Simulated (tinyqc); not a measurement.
Changing the barrier height phi_B: leakage currents through a thin dielectric. Computed by tinyqc, a small Python program. Command: `OMP_NUM_THREADS=1 python tinyqc.py 3002574 3002575 out.jsonl leak sweep`. One thread of a shared host (Intel(R) Xeon(R) Processor @ 2.30GHz), about 0.2 s of CPU time with the checks.

Electrons leave an electrode with Fermi energy E_F above its band bottom; barriers are counted from the Fermi level, and both electrodes are alike. They cross the interlayer first.

Inputs (values chosen for the exercise, modelled on Ta2O5): tunnelling mass m = 0.3 m_0; static permittivity k = 24; optical permittivity k_o = 4.54; trap depth phi_t = 0.92 eV; Poole-Frenkel prefactor sigma_0 = 1.5e-06 S/cm; thickness t = 12 nm; electrode Fermi energy E_F = 0.2 eV; electrode mass m_e = 0.3 m_0; voltage V = 2.5 V; temperature T = 398 K; interlayer thickness t_i = 1.1 nm; interlayer barrier phi_i = 3.18 eV; interlayer mass m_i = 0.38 m_0; interlayer permittivity k_i = 3.6.

Stack: dielectric on an interlayer.

Constants: m_0 = 9.1093837015e-31 kg; e = 1.602176634e-19 C; hbar = 1.054571817e-34 J s; k_B = 8.617333262e-05 eV/K; k_B = 1.380649e-23 J/K; eps_0 = 8.8541878128e-12 F/m; h = 6.62607015e-34 J s.

Method:
- Fields: F_i = V/(t_i + t k_i/k), F = F_i k_i/k; equivalent oxide thickness 3.9 (t/k + t_i/k_i).
- WKB: a layer of mass m, field F and barrier b(x) = b_0 - e F x gives the exponent (4 sqrt(2 m)/(3 hbar e F)) [b_0^(3/2) - max(b_0 - e F t, 0)^(3/2)] for b_0 > 0; b_0 = barrier - (E - E_F), less e F_i t_i for the second layer; the transmission is D(E) = exp(-sum of exponents), without image force.
- Tsu-Esaki: J = (e m_e k_B T/(2 pi^2 hbar^3)) int D(E) ln[(1 + exp((E_F - E)/k_B T))/(1 + exp((E_F - eV - E)/k_B T))] dE over the normal energy E (its change with the mass at an interface is neglected) from max(0, E_F - 3 eV) to E_F + largest barrier, by 100 Gauss-Legendre points in each part, split at E_F - 0.3 eV (if inside the range) and E_F + 8 k_B T.
- The mean energy weights E - E_F by the integrand.
- Schottky emission J = A T^2 exp(-(phi_B - sqrt(e^3 F/(4 pi k_o eps_0)))/k_B T), A = 4 pi e m k_B^2/h^3 with the tunnelling mass; Poole-Frenkel J = sigma_0 F exp(-(phi_t - sqrt(e^3 F/(pi k_o eps_0)))/k_B T); both use the field F of the dielectric and ignore the interlayer.

One run for each value; columns: (1) barrier height phi_B (eV); (2) tunnel current density (A/cm^2); (3) Schottky current density (A/cm^2); (4) transmission D(E_F); (5) mean energy of the current above E_F (eV):
```
(1)    (2)        (3)        (4)      (5)
0.4  919.2  1.803e+04  1.104e-05  -0.1133
0.5  919.2  9.767e+02  1.104e-05  -0.1133
0.6  919.2  5.290e+01  1.104e-05  -0.1133
0.7  919.2  2.866e+00  1.104e-05  -0.1133
0.8  876.4  1.552e-01  1.104e-05  -0.1098
0.9  537.8  8.407e-03  1.104e-05  -0.0831
1.0  195.3  4.554e-04  7.853e-06  -0.0456
1.1   45.0  2.467e-05  1.996e-06  -0.0074
```

Describe the trends.

Over the rows, tunnel current density (A/cm^2) falls from 919 to 45.0, flat over part of the range; Schottky current density (A/cm^2) falls from 18000 to 2.47e-5 (exponent d ln y / d ln x -13 between the first rows and -31 between the last); transmission D(E_F) falls from 1.10e-5 to 2.00e-6, flat over part of the range.

Extremes, crossings and ranges named in words are read from the listed rows.
